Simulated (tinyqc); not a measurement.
From results back to parameters: Landau levels of massless Dirac electrons. Four cases, with inputs chosen for the exercise.

Problem. Two successive minima of rho_xx occur at the fields below; each unresolved level holds 4 n_B electrons, n_B = B/(h/e), so minima lie at n/n_B = 4 (j + phi) with integer j and phi = 0 or 1/2; 1/angstrom^2 = 1e16/cm^2.

Constants: h/e = 413566.7697 T angstrom^2.

Case 1.

higher field = 2.27462 T
lower field = 1.76915 T

Case 2.

higher field = 1.07151 T
lower field = 0.90667 T

Case 3.

higher field = 0.82713 T
lower field = 0.64333 T

Case 4.

higher field = 0.57440 T
lower field = 0.46996 T

Find: period in 1/B; n; j + phi at the higher field.

Solution. The period is 4/(n h/e), and j + phi = 1/(B x period). The half-integer marks the Berry phase pi of massless Dirac electrons.

Case 1.

period in 1/B = 0.1256 1/T
n = 7.70 x 1e11/cm^2
j + phi at the higher field = 3.50

Case 2.

period in 1/B = 0.1697 1/T
n = 5.70 x 1e11/cm^2
j + phi at the higher field = 5.50

Case 3.

period in 1/B = 0.3454 1/T
n = 2.80 x 1e11/cm^2
j + phi at the higher field = 3.50

Case 4.

period in 1/B = 0.3869 1/T
n = 2.50 x 1e11/cm^2
j + phi at the higher field = 4.50

Computed by tinyqc, one run a case: `OMP_NUM_THREADS=1 python tinyqc.py N N+1 out.jsonl` with N = 1250007, 1250289, 1250691, 1251327; one thread of a shared Intel(R) Xeon(R) Processor @ 2.30GHz, about 0.01 s a run at most.
